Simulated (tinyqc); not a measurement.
# MOS capacitor on a p-type substrate, surface potential from the exact charge relation: what changes with what

Uniform p-type substrate, Boltzmann statistics, full ionisation, classical densities. psi is the surface potential against the body (positive when the bands bend down) and u = psi/Vt. Traps are spread evenly over the gap and neutral at flat band, so their charge is -q Dit psi; the minority quasi-Fermi level is shifted by Vb.

Values chosen for this exercise; band and dielectric values close to those of silicon:

| symbol | value | unit | meaning |
|---|---|---|---|
| T | 400 | K | temperature |
| Eg | 1.1 | eV | band gap |
| eps_r | 11.9 |  | relative permittivity |
| Nc | 4.31e19 | cm^-3 | conduction-band density of states at T |
| Nv | 4.1e19 | cm^-3 | valence-band density of states at T |
| chi | 4.06 | eV | electron affinity |
| N | 2.5e17 | cm^-3 | acceptor density of the substrate |
| eox | 3.9 |  | relative permittivity of the gate insulator (close to silicon dioxide) |
| tox | 23 | nm | insulator thickness |
| phiM | 4.13 | eV | gate work function |
| Nf | 0 | cm^-2 | fixed charge at the interface, in units of q |
| Dit | 0 | cm^-2 eV^-1 | density of interface traps |
| Vb | 0 | V | reverse bias of the inversion layer against the body |

Constants: q = 1.602176634e-19 C, kB = 1.380649e-23 J/K, Vt = kB T/q, eps0 = 8.8541878128e-14 F/cm where lengths are in cm. Results are converted to the units shown.

Each table varies one quantity; the others keep the values above.

## Capacitance-voltage curves

ni = sqrt(Nc Nv) exp(-Eg/(2 Vt)), Eg in volts; phiF = Vt ln(N/ni); Cox = eps0 eox/tox; Vfb = phiM - chi - (Eg - Vt ln(Nv/N)) - q Nf/Cox; Q0 = sqrt(2 eps0 eps_r q N Vt); r = (ni/N)^2 exp(-Vb/Vt); VT = Vfb + [(2 phiF + Vb)(1 + q Dit/Cox) + sqrt(2 eps0 eps_r q N (2 phiF + Vb))/Cox]. u = psi/Vt; F^2 = exp(-u) + u - 1 + r (exp(u) - u - 1); Qs = -sign(u) Q0 F; Cs = -dQs/dpsi = (Q0/Vt) |1 - exp(-u) + r (exp(u) - 1)|/(2 F). psi solves Vg = Vfb + psi + (q Dit psi - Qs)/Cox. Low frequency: 1/C_LF = 1/Cox + 1/(Cs + q Dit). High frequency, in the simple estimate in which traps and minority carriers do not follow: 1/C_HF = 1/Cox + 1/Cd, Cd being Cs with r = 0 at the same psi. Deep depletion: r = 0 and Dit = 0 both in the equation for psi and in Cs. Minority sheet density N_inv = (Q0/(2 q)) int_0^u r (exp(t) - 1)/F(t) dt for u > 0. N_inv under 1 cm^-2 is printed as 0. Regimes: accumulation when majority carriers gather, then depletion up to |psi| = phiF + Vb, weak inversion up to 2 phiF + Vb, strong inversion beyond.

Capacitance-voltage curves:
```
Vg (V)	psi (V)	C_LF/Cox	C_HF/Cox	C_deep/Cox	N_inv (cm^-2)	regime
-1.61	-0.06495	0.9380	0.9380	0.9380	0	accumulation
-1.18	-0.03332	0.9125	0.9125	0.9125	0	accumulation
-0.74	0.01448	0.8656	0.8656	0.8656	45.18	depletion
-0.31	0.08746	0.7906	0.7906	0.7906	673.7	depletion
0.12	0.1961	0.7057	0.7057	0.7057	1.020e4	depletion
0.56	0.3417	0.6358	0.6358	0.6358	4.756e5	depletion
0.99	0.5099	0.5841	0.5839	0.5839	4.900e7	weak inversion
1.42	0.6939	0.5903	0.5437	0.5429	8.537e9	weak inversion
1.86	0.8071	0.8691	0.5240	0.5088	1.977e11	strong inversion
2.29	0.8452	0.9375	0.5180	0.4810	5.326e11	strong inversion
```

What does the table show?

C_LF/Cox is lowest, 0.584, at Vg = 0.99 V (weak inversion) among the rows listed and is 0.938 in the last row, where C_HF/Cox is 0.518 and the deep-depletion value 0.481. Vfb = -0.854 V, where C_HF/Cox = 0.881 (Cox in series with eps0 eps_r/LD), and VT = 1.56 V. Over the last two rows psi moves by only 0.089 V a volt of gate bias, since the inversion charge screens the body. In strong accumulation and inversion degeneracy and confinement, left out here, lower the capacitance.

## Effect of the fixed charge at the interface on threshold and swing

ni = sqrt(Nc Nv) exp(-Eg/(2 Vt)), Eg in volts; phiF = Vt ln(N/ni); Cox = eps0 eox/tox; Vfb = phiM - chi - (Eg - Vt ln(Nv/N)) - q Nf/Cox; VT = Vfb + [(2 phiF + Vb)(1 + q Dit/Cox) + sqrt(2 eps0 eps_r q N (2 phiF + Vb))/Cox]. gamma = sqrt(2 eps0 eps_r q N)/Cox; Wm = sqrt(2 eps0 eps_r (2 phiF + Vb)/(q N)); m = 1 + (eps0 eps_r/Wm + q Dit)/Cox; swing m Vt ln 10; Cmin/Cox = 1/(1 + Cox Wm/(eps0 eps_r)).

The same in every row: 2 phiF (V) = 0.7467; gamma (V^0.5) = 1.935; Wm (nm) = 62.68; m = 2.120; swing (mV/decade) = 168.2; Cmin/Cox = 0.5282.

Result of one run:
```
Nf (cm^-2)	Vfb (V)	VT (V)
4e11	-1.281	1.138
```

What becomes of these results when the fixed charge at the interface, in units of q Nf is changed from 4e11 to 2e11 cm^-2, all else the same?

Result of the changed run:
```
Nf (cm^-2)	Vfb (V)	VT (V)
2e11	-1.068	1.351
```

The whole series:
```
Nf (cm^-2)	Vfb (V)	VT (V)
-4e11	-0.4274	1.992
-2e11	-0.6408	1.778
0	-0.8542	1.565
2e11	-1.068	1.351
4e11	-1.281	1.138
6e11	-1.495	0.9244
8e11	-1.708	0.7109
```

As Nf goes from -4e11 to 8e11, VT falls from 1.99 to 0.711 V, the swing stays at 168 mV/decade and Cmin/Cox stays at 0.528. The whole change of VT is that of Vfb: the curve shifts rigidly.

## Effect of the insulator thickness on threshold and swing

Same model as above.

The same in every row: Vfb (V) = -0.85421; 2 phiF (V) = 0.74670; Wm (nm) = 62.677.

Effect of the insulator thickness on threshold and swing:
```
tox (nm)	gamma (V^0.5)	VT (V)	m	swing (mV/decade)	Cmin/Cox
5.8	0.48798	0.31416	1.2824	101.78	0.22019
8.5	0.71514	0.51046	1.4138	112.21	0.29269
13	1.0937	0.83762	1.6329	129.60	0.38758
19	1.5986	1.2738	1.9250	152.78	0.48051
28	2.3558	1.9282	2.3631	187.56	0.57683
42	3.5337	2.9460	3.0447	241.65	0.67156
62	5.2163	4.4000	4.0183	318.93	0.75114
92	7.7404	6.5811	5.4788	434.84	0.81748
```

What does the comparison show?

As tox goes from 5.8 to 92, VT rises from 0.314 to 6.58 V, the swing rises from 102 to 435 mV/decade and Cmin/Cox rises from 0.220 to 0.817. Vfb does not move. m - 1 goes as tox^(1.00), that is as 1/Cox.

tinyqc, about 0.01 s, one thread, Intel Xeon 2.30GHz (shared host): `OMP_NUM_THREADS=1 python tinyqc.py 2060142 2060143 out.jsonl`
